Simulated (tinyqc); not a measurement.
Size of the test strain: deformation potentials from a strained empirical pseudopotential.

Diamond lattice, no spin-orbit coupling. Atomic form factor V(q) = a1 (q^2 - a2)/(a3 exp(a4 q^2) - 1) in rydberg with q in 1/bohr, for the unstrained cell. Under a strain e the reciprocal vectors and k go over into (1 + e)^(-1) G, the atoms sit at +/- tau with tau = (1 + e) a (1,1,1)/8 - zeta a (eyz, ezx, exy)/4, and H(G,G') = c |k + G|^2 delta + (V(q)/det(1 + e)) cos(q.tau), q = G - G', with the term q = 0 left out; c = hbar^2/2m0. The basis is fixed before straining: all G with |k + G|^2 up to 16 (2 pi/a)^2. k is given in units of 2 pi/a of the unstrained cell.

Constants: hbar^2/2m0 = 3.80998211 eV angstrom^2; Ry = 13.60569312 eV; a0 (Bohr radius) = 0.5291772105 angstrom.

Values chosen for the exercise (out of a larger set: near those of Si; not measured data):
- a = 5.426 angstrom (lattice constant)
- A = (0.536, 2.217, 2.046, 0.483) (a1 (Ry bohr^2), a2 (1/bohr^2), a3, a4 (bohr^2))
- kD = 0.82 2 pi/a (position of the Delta minimum)

e = diag(-h/2, -h/2, h). Xu = [E(Delta z) - E(Delta x)]/(1.5 h) at fixed kD, b = [E(Z) - E(X, Y)]/(4.5 h); one-sided from +h alone, central from +h and -h.

Results (eV):

| h | Xu one-sided | Xu central | b one-sided | b central |
|---|---|---|---|---|
| 0.0010 | 7.983 | 7.988 | -3.338 | -3.334 |
| 0.0025 | 7.976 | 7.988 | -3.344 | -3.334 |
| 0.0050 | 7.964 | 7.988 | -3.354 | -3.334 |
| 0.0100 | 7.940 | 7.989 | -3.374 | -3.334 |
| 0.0200 | 7.895 | 7.993 | -3.414 | -3.335 |
| 0.0300 | 7.852 | 8.000 | -3.455 | -3.336 |

What can be read from this table?

From h = 0.001 to 0.03 the one-sided Xu drifts by -0.131 eV and the central one by +0.012 eV; for b the drifts are -0.117 and -0.002 eV. The central difference cancels the term of second order in the strain, so its error goes as h^2. At h = 0.02 the linear law errs by 1.2 % for the valley splitting and 2.4 % for the valence splitting.

Computed by tinyqc, a small Python program: `OMP_NUM_THREADS=1 python tinyqc.py 1880472 1880473 out.jsonl` (the numbers bound the seed that draws the inputs); one thread of a shared host (Intel(R) Xeon(R) Processor @ 2.30GHz), about 0.2 s for the whole set of steps.
